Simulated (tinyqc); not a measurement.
# Worked calculation: two-junction solar cell, detailed-balance limit

Computed by the program tinyqc: `OMP_NUM_THREADS=1 python tinyqc.py 2820132 2820133 out.jsonl`, one thread of a shared Intel Xeon 2.30GHz, about 0.01 s for the whole run. Printed values are rounded.

The top cell takes all photons above E1, the bottom cell those between E2 and E1. Each cell follows J = Jsc - J0 (exp(V/Vt) - 1) with J0 = q ge Phi(gap, T)/ERE; light emitted by one cell and absorbed by the other is left out. In series both carry one current; wired apart (four terminals) each works at its own maximum power point. Efficiencies are counted against Pin = fs X sigma Ts^4.

Inputs (values chosen for the exercise):
- T = 300 K (cell temperature)
- Ts = 5778 K (temperature of the black-body sun)
- fs = 2.16e-5 (share of the hemisphere filled by the sun)
- X = 100 (concentration)
- ERE = 0.0001 (external radiative efficiency)
- ge = 1 (number of faces that emit)
- E2 = 0.82 eV (gap of the bottom cell)
- E1 = 1.73 eV (gap of the top cell)

Constants: q = 1.602176634e-19 C, kB = 1.380649e-23 J/K, h = 6.62607015e-34 J s, c = 299792458 m/s, Vt = kB T/q. Results are converted to the units shown.

## Photocurrents and dark currents

Photon flux above E from a black body at temperature T into a hemisphere: Phi(E, T) = A sum_k exp(-k E/th)[E^2 th/k + 2 E th^2/k^2 + 2 th^3/k^3], k = 1, 2, ..., with th = kB T/q in eV and A = 2 pi q^3/(h^3 c^2). J1 = q fs X Phi(E1, Ts), J2 = q fs X [Phi(E2, Ts) - Phi(E1, Ts)], J01 and J02 as above; sigma = 2 pi^5 kB^4/(15 h^3 c^2).

J1 = 2782.36 mA/cm^2
J2 = 4156.93 mA/cm^2
J01 = 1.09258e-19 mA/cm^2
J02 = 4.91707e-5 mA/cm^2
Pin = 13651.4 mW/cm^2

The top cell limits the series current; the other has 49 % more.

## The series curve

J, point 0 to 7 (mA/cm^2): 0  1391  2226  2504  2615  2671  2727  2768

V1 = Vt ln((J1 - J)/J01 + 1), V2 = Vt ln((J2 - J)/J02 + 1), power J (V1 + V2).

```
point	V1 (V)	V2 (V)	power (mW/cm^2)
0	1.33375	0.471870	0
1	1.31583	0.461338	2472.04
2	1.29213	0.452047	3882.55
3	1.27423	0.448028	4312.54
4	1.26108	0.446231	4464.62
5	1.25055	0.445275	4529.54
6	1.23248	0.444282	4572.52
7	1.19759	0.443530	4542.61
```

Among these points the power is largest at J = 2727 mA/cm^2.

## Maximum power, in series and apart

In series V(J) = Vt [ln((J1 - J)/J01 + 1) + ln((J2 - J)/J02 + 1)], and J V(J) is largest where V = J Vt [1/(J1 - J + J01) + 1/(J2 - J + J02)]. Apart, each cell has (1 + v) exp(v) = 1 + Jsc/J0 at its maximum power point, v = Vmp/Vt.

series Jmp = 2738.67 mA/cm^2
series Vmp = 1.67043 V
series efficiency = 33.5113 %
top cell alone = 24.6203 %
bottom cell behind it = 11.4248 %

Wired apart the cells give 36.05 %; the series connection loses 2.5 points of that.
